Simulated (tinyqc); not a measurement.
Inside a calculation. Model: double-gate transistor below threshold, two-dimensional Poisson equation on a small mesh.

Computed by the program tinyqc: `OMP_NUM_THREADS=1 python tinyqc.py 2480031 2480032 out.jsonl`, one thread of a shared Intel Xeon 2.30GHz, about 0.1 s for the whole run. Printed values are rounded.

Half of a symmetric double-gate structure: row 0 is the mid-plane of the body, where the normal field vanishes. Mobile charge is neglected (subthreshold), the body is fully depleted, and potentials are counted from the intrinsic level; rows run upward to the gate, columns from source to drain.

Parameters, values chosen for the exercise; semiconductor permittivity close to that of germanium:
```
symbol,value,unit,meaning
T,300,K,temperature
eps_r,15.7,,relative permittivity of the semiconductor
eox,9,,relative permittivity of the insulator
tb,5,nm,half the body thickness
tox,2.7,nm,insulator thickness
L,38,nm,channel length
Na,0,cm^-3,acceptor density of the depleted body
Vbi,0.59,V,potential of the source
Vfb,-0.01,V,gate offset
Vg,0.1,V,gate voltage
Vd,1,V,drain voltage
```

Constants: q = 1.602176634e-19 C, kB = 1.380649e-23 J/K, Vt = kB T/q, eps0 = 8.8541878128e-14 F/cm where lengths are in cm. Results are converted to the units shown.

## Coefficients of the five-point equations

Mesh: rows i = 0..2 in the semiconductor (step hs = tb/2, row 2 on the interface), then 2 step(s) ho = tox/2 up to the gate row 4; columns j = 0..6 (step hy = L/6). Box integration, divided by eps0: up_i = eps hy/h of the interval above row i, dn_i = that of the interval below (0 for row 0), lat_i = (sum of eps h/2 over the intervals above and below)/hy, s_i = -q Na w_i hy/eps0 with w_i the semiconductor height of the box (hs/2 for row 0 and the interface row, hs between, 0 in the insulator). Each free node obeys (up + dn + 2 lat) psi = up psi(above) + dn psi(below) + lat [psi(left) + psi(right)] + s.

```
row,up,dn,lat,s (V)
0,39.77333,0,3.098684,0
1,39.77333,39.77333,6.197368,0
2,42.22222,39.77333,4.057895,0
3,42.22222,42.22222,1.918421,0
```

## Iteration 1: Jacobi sweep

psi at the start (fixed values on the edges, free nodes linear between source and drain columns) (V):
```
,j=0,j=1,j=2,j=3,j=4,j=5,j=6
row 0,0.590000,0.756667,0.923333,1.090000,1.256667,1.423333,1.590000
row 1,0.590000,0.756667,0.923333,1.090000,1.256667,1.423333,1.590000
row 2,0.590000,0.756667,0.923333,1.090000,1.256667,1.423333,1.590000
row 3,0.350000,0.433333,0.516667,0.600000,0.683333,0.766667,0.850000
row 4,0.110000,0.110000,0.110000,0.110000,0.110000,0.110000,0.110000
```

Free nodes: rows 0..3, columns 1..5, taken row by row from row 0, left to right. t = (up psi(above) + dn psi(below) + lat [psi(left) + psi(right)] + s)/(up + dn + 2 lat), with all neighbours from the previous sweep; psi(new) = t.

psi after iteration 1 (V):
```
,j=0,j=1,j=2,j=3,j=4,j=5,j=6
row 0,0.590000,0.756667,0.923333,1.090000,1.256667,1.423333,1.590000
row 1,0.590000,0.756667,0.923333,1.090000,1.256667,1.423333,1.590000
row 2,0.590000,0.605167,0.732787,0.860408,0.988028,1.115648,1.590000
row 3,0.350000,0.433333,0.516667,0.600000,0.683334,0.766667,0.850000
row 4,0.110000,0.110000,0.110000,0.110000,0.110000,0.110000,0.110000
```

## Iteration 2: Jacobi sweep

As before.

psi after iteration 2 (V):
```
,j=0,j=1,j=2,j=3,j=4,j=5,j=6
row 0,0.590000,0.756667,0.923333,1.090000,1.256667,1.423333,1.590000
row 1,0.590000,0.691129,0.840904,0.990680,1.140455,1.290230,1.590000
row 2,0.590000,0.596586,0.715626,0.839729,0.963833,1.103551,1.590000
row 3,0.350000,0.360876,0.425534,0.490193,0.554852,0.619510,0.850000
row 4,0.110000,0.110000,0.110000,0.110000,0.110000,0.110000,0.110000
```

## Course of the iteration: Jacobi sweep

Stop when the largest change of psi is below 1e-7 V, or after 400 iterations. Fixed values: gate row Vg - Vfb; column 0 at Vbi and the last column at Vbi + Vd in the semiconductor, each running linearly to Vg - Vfb across the insulator.

Course of the iteration:
```
iteration,"psi at row 0, j = 3 (V)",largest |change| of one entry (V)
1,1.09,0.308
2,1.09,0.147
3,1.004069,0.129
4,0.9731609,0.107
5,0.8978659,0.0953
6,0.8574011,0.0776
7,0.7969456,0.0703
8,0.7566738,0.0564
9,0.7075961,0.0520
...,...,...
148,0.2103414,1.95e-7
149,0.2103412,1.93e-7
150,0.2103411,1.63e-7
151,0.2103409,1.61e-7
152,0.2103408,1.36e-7
153,0.2103406,1.35e-7
154,0.2103405,1.14e-7
155,0.2103404,1.13e-7
156,0.2103403,9.52e-8
```

Converged in 156 iterations. The changes do not fall evenly; from iteration 151 to 156 they shrink by a factor of 1.1 a step on average.

## Barrier, swing and barrier lowering

converged psi (V):
```
,j=0,j=1,j=2,j=3,j=4,j=5,j=6
row 0,0.590000,0.308775,0.205614,0.210339,0.331651,0.699842,1.590000
row 1,0.590000,0.294902,0.197209,0.201256,0.312417,0.659176,1.590000
row 2,0.590000,0.250270,0.172951,0.175483,0.256473,0.527503,1.590000
row 3,0.350000,0.183007,0.142426,0.143664,0.185509,0.327400,0.850000
row 4,0.110000,0.110000,0.110000,0.110000,0.110000,0.110000,0.110000
```

d psi/dVg on row 0: j=0 0.0000000, j=1 0.5976447, j=2 0.8381299, j=3 0.8976130, j=4 0.8381299, j=5 0.5976447, j=6 0.0000000
d psi/dVd on row 0: j=0 0.000000, j=1 0.005644, j=2 0.017917, j=3 0.051194, j=4 0.143954, j=5 0.396711, j=6 1.000000

The barrier is read along row 0, the path farthest from the gate. Take the node j of lowest psi: barrier Vbi - psi_j; swing Vt ln 10/(d psi_j/dVg); DIBL = (d psi_j/dVd)/(d psi_j/dVg). The derivatives solve the same equations with s = 0 and a unit change of that voltage.

j = 2
barrier = 0.3843858 V
swing = 71.02292 mV/decade
DIBL = 21.37680 mV/V

A mesh of 12, 8 and 80 steps (semiconductor, insulator, channel) gives a barrier of 0.406 V, a swing of 66.3 mV a decade and a DIBL of 27.8 mV/V; the small mesh puts the barrier 5.3 % below that.
